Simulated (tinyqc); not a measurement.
Band folding and unfolding in a supercell of a chain, step by step. Values are carried at full precision from step to step, so a last printed digit may differ when a step is redone from the rounded ones.

A chain with hopping -t and n = 4 sites a supercell. H(K) has v_j on the diagonal, -t between neighbours and -t exp(2 pi i K) on the bond that closes the cell (from the last site to the first of the next cell). The point K holds the n wave vectors k_m = (K + m)/n of the primitive zone, in 2 pi/a, m = 0 to n - 1, with E0 = -2t cos(2 pi k_m). The unfolding weight of a state c on k_m is |sum_j c_j exp(-2 pi i k_m j)|^2/n, j = 0 to n - 1.

Parameters, chosen for this exercise: t = 1.68 eV (hopping); v = (0.37, 0, 0, 0) eV (site energies in the supercell); Kq = 0.06 2 pi/(n a) (wave vector in the small zone).

## Folded levels and Fourier components

List k_m and E0; V_q = (1/n) sum_j v_j exp(-2 pi i q j/n) couples k_m to k_(m+q).

Folded band:
```
m  k_m (2 pi/a)  E0 (eV)
0        0.0150  -3.3451
1        0.2650   0.3162
2        0.5150   3.3451
3        0.7650  -0.3162
```

V_0, V_1, ... (eV): 0.0925  0.0925  0.0925

## Supercell Hamiltonian

Fill in H(K).

H (eV):
```
                 1        2        3                4
1           0.3700  -1.6800        0  -1.5620+0.6184i
2          -1.6800        0  -1.6800                0
3                0  -1.6800        0          -1.6800
4  -1.5620-0.6184i        0  -1.6800                0
```

## Levels and unfolding weights

Diagonalise and project each state on the k_m.

levels (eV): -3.2587  -0.2367  0.4211  3.4443

weights:
```
     level 1  level 2  level 3  level 4
m=0    0.998    0.001    0.001    0.000
m=1    0.001    0.020    0.978    0.001
m=2    0.000    0.000    0.001    0.998
m=3    0.001    0.979    0.020    0.001
```

The purest state keeps 99.8 % on one k and the most mixed (level 2 and 3) 97.8 %; rows and columns each add to one.

## Moments of the spectral function

For each k_m: mean sum_i W E_i and variance sum_i W E_i^2 less the mean squared. The mean must be E0 plus the average of v, and the variance that of v.

Moments:
```
m  mean (eV)  variance (eV^2)
0     -3.253            0.026
1      0.409            0.026
2      3.438            0.026
3     -0.224            0.026
```

The average of v is 0.0925 eV and its variance 0.0257 eV^2: the virtual crystal gives the mean, and the variance is the spread of weight over several levels that it leaves out.

## Checks

- Variance of the spectral function against the variance of v: they agree to 1e-10 or better.
- Levels for v = 0 against the folded band: they agree to 1e-10 or better.

Run: tinyqc, `OMP_NUM_THREADS=1 python tinyqc.py 1480872 1480873 out.jsonl`; Intel(R) Xeon(R) Processor @ 2.30GHz, one thread, shared host; about 0.01 s of CPU time with all checks.
